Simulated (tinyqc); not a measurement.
# Resonant-tunnelling diode, transfer matrices and Tsu-Esaki current: two studies

Emitter (band edge 0), barrier d1, well Lw, barrier d2, spacer ds, collector (edge -V). The bias drops linearly over these layers and none in the contacts; each layer is cut into ns equal slices, flat at the value of their centres. E is the energy of motion across the layers, C = hbar^2/(2 m0), psi and psi'/m are continuous. Transport is coherent, T(E) is taken as independent of the transverse momentum, and charge in the well is ignored.

Parameters, values chosen for the exercise; masses and offsets close to those of InGaAs wells and InAlAs barriers:
```
symbol,value,unit,meaning
T,300,K,temperature
mw,0.041,m0,"mass in the well, spacer and contacts"
U1,0.51,eV,barrier height
m1,0.077,m0,barrier mass
d1,2.1,nm,emitter barrier
Lw,6.7,nm,well width
d2,2.4,nm,collector barrier
ns,2,,slices in each layer
ds,2.9,nm,undoped spacer after the collector barrier
Ef,0.053,eV,Fermi energy of both contacts above their band edges
V,0.08,V,bias of the collector
```

Constants: q = 1.602176634e-19 C, kB = 1.380649e-23 J/K, hbar = 1.054571817e-34 J s, m0 = 9.1093837015e-31 kg, Vt = kB T/q, hbar^2/(2 m0) = 0.0380998212 eV nm^2. Results are converted to the units shown.

Each table varies one quantity; the others keep the values above.

## Current against voltage

For the pair (psi, psi'/m) a flat layer has M = [[cos kd, (m/k) sin kd], [-(k/m) sin kd, cos kd]] with k = sqrt(m (E - U)/C) above its edge U, and M = [[cosh Kd, (m/K) sinh Kd], [(K/m) sinh Kd, cosh Kd]] with K = sqrt(m (U - E)/C) below it. Later slices stand to the left. With M acting on (psi, psi'/m) and v = k/m in each lead, T(E) = 4 vL vR/[(vL vR M12 - M21)^2 + (vR M11 + vL M22)^2]. J = J0 times the integral over E > 0 of T(E) N(E), N = ln[(1 + exp((Ef - E)/Vt))/(1 + exp((Ef - V - E)/Vt))], J0 = q^2 mw m0 kB T/(2 pi^2 hbar^3) (times 1e-4 for A/cm^2 per eV). The integral is converged to the digits shown.

Current against voltage:

| V (V) | J (kA/cm^2) |
|---|---|
| 0.022 | 12.60 |
| 0.053 | 29.25 |
| 0.085 | 46.23 |
| 0.116 | 62.05 |
| 0.148 | 74.67 |
| 0.179 | 75.95 |
| 0.211 | 33.36 |
| 0.242 | 4.076 |
| 0.274 | 3.161 |
| 0.305 | 3.133 |
| 0.336 | 3.476 |
| 0.368 | 4.167 |

What does the comparison show?

Among the rows the current peaks at 75.9 kA/cm^2 at V = 0.179 V and falls to 3.13 kA/cm^2 at 0.305 V, a ratio of 24.2. At zero bias the resonance lies at 0.0852 eV and the centre of the well takes the share 0.387 of the bias, so the level should reach the emitter band edge near V = 0.220 V; beyond that only the tail of the broadened level (width 2.84 meV at zero bias) and off-resonant tunnelling carry current. Without scattering and space charge the valley comes out far lower than in a real diode.

## Effect of the emitter barrier

Same model as above.

The resonance is the first maximum of T(E) for E > 0, G its full width at half maximum.

Results:

| d1 (nm) | Er (eV) | Tp | G (meV) | J (kA/cm^2) |
|---|---|---|---|---|
| 1.3 | 0.05500 | 0.5944 | 7.370 | 67.98 |
| 1.6 | 0.05485 | 0.8166 | 4.688 | 61.14 |
| 2.4 | 0.05310 | 0.9071 | 2.048 | 31.88 |
| 2.8 | 0.05198 | 0.6359 | 1.660 | 18.74 |
| 3.2 | 0.05085 | 0.3698 | 1.477 | 10.01 |
| 3.6 | 0.04974 | 0.1924 | 1.388 | 5.050 |

Estimate the missing row, d1 = 2 nm.

Computed row:

| d1 (nm) | Er (eV) | Tp | G (meV) | J (kA/cm^2) |
|---|---|---|---|---|
| 2 | 0.05411 | 0.9951 | 2.881 | 47.48 |

With this row back in the table: As d1 grows from 1.3 to 3.6 nm, G falls from 7.37 to 1.39 meV, Tp goes from 0.594 through a maximum of 0.995 (at d1 = 2 nm among the rows listed) to 0.192, and J falls from 68.0 to 5.05 kA/cm^2. The product G Tp changes by a factor of 0.0610 and J by 0.0743; the rest comes from the shift of Er (0.0550 to 0.0497 eV) against the supply function and from current off resonance.

Computed by the program tinyqc: `OMP_NUM_THREADS=1 python tinyqc.py 2600141 2600142 out.jsonl`, one thread of a shared Intel Xeon 2.30GHz, about 0.3 s for the whole run.
